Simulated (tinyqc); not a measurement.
Three bands against the two-band Dirac model at K: three-band tight binding of a dichalcogenide monolayer.

Basis dz2, dxy, dx2-y2 on a triangular lattice, nearest neighbours; alpha = kx a/2, beta = sqrt3 ky a/2. h0 = e1 + 2 t0 (cos 2alpha + 2 cos alpha cos beta); h1 = -2 sqrt3 t2 sin alpha sin beta + 2i t1 (sin 2alpha + sin alpha cos beta); h2 = 2 t2 (cos 2alpha - cos alpha cos beta) + 2i sqrt3 t1 cos alpha sin beta; h11 = e2 + 2 t11 cos 2alpha + (t11 + 3 t22) cos alpha cos beta; h22 = e2 + 2 t22 cos 2alpha + (3 t11 + t22) cos alpha cos beta; h12 = sqrt3 (t22 - t11) sin alpha sin beta + 4i t12 sin alpha (cos alpha - cos beta) + i lam sz. H = [[h0, h1, h2], [., h11, h12], [., ., h22]], Hermitian; the lowest band of each spin is filled. K = (4 pi/3a, 0), M = (pi/a, pi/(sqrt3 a)).

Constants: hbar^2/2m0 = 3.80998211 eV angstrom^2.

Parameters, chosen for this exercise (near a published set for monolayer MoSe2; shifted at random, so the results belong to these values and not to a real crystal): a = 3.316 angstrom (lattice constant); e1 = 0.926 eV (level of dz2); e2 = 2.046 eV (level of dxy and dx2-y2); t0 = -0.192 eV (hopping); t1 = 0.313 eV (hopping); t2 = 0.448 eV (hopping); t11 = 0.208 eV (hopping); t12 = 0.295 eV (hopping); t22 = 0.131 eV (hopping); lam = 0.09 eV (spin-orbit constant).

Masses from central differences along kx with step 0.002 1/angstrom, c = hbar^2/2m0; Berry curvature of the valence band from a counter-clockwise plaquette of side 0.001 1/angstrom, Omega = -arg(product of overlaps)/area. Two-band model: coupling A = (3 a/(2 sqrt2))(t1 + sqrt3 t2) between valence and conduction states, mass c G/A^2 for both, Omega_v = 2 A^2/G^2. sz = 0 drops the spin-orbit term.

At K:

| sz | G (eV) | m_c (m0) | m_v (m0) | two-band mass | Omega_v (angstrom^2) | two-band Omega |
|---|---|---|---|---|---|---|
| 1 | 1.4074 | 0.541 | 0.786 | 0.366 | 14.786 | 14.812 |
| 0 | 1.4974 | 0.584 | 0.903 | 0.389 | 13.062 | 13.085 |
| -1 | 1.5874 | 0.629 | 1.040 | 0.412 | 11.623 | 11.643 |

A = 3.8300 eV angstrom

Without spin-orbit coupling the electron mass is 0.584 and the hole mass 0.903, against 0.389 for both in the two-band model: the third band and the curvature of the diagonal terms break the symmetry. The Berry curvature is -0.2 % from the two-band value. The smaller gap (sz = +1) has the larger curvature, by a factor 1.27.

Run: tinyqc, `OMP_NUM_THREADS=1 python tinyqc.py 1450466 1450467 out.jsonl`; Intel(R) Xeon(R) Processor @ 2.30GHz, one thread, shared host; about 0.02 s of CPU time with all checks.
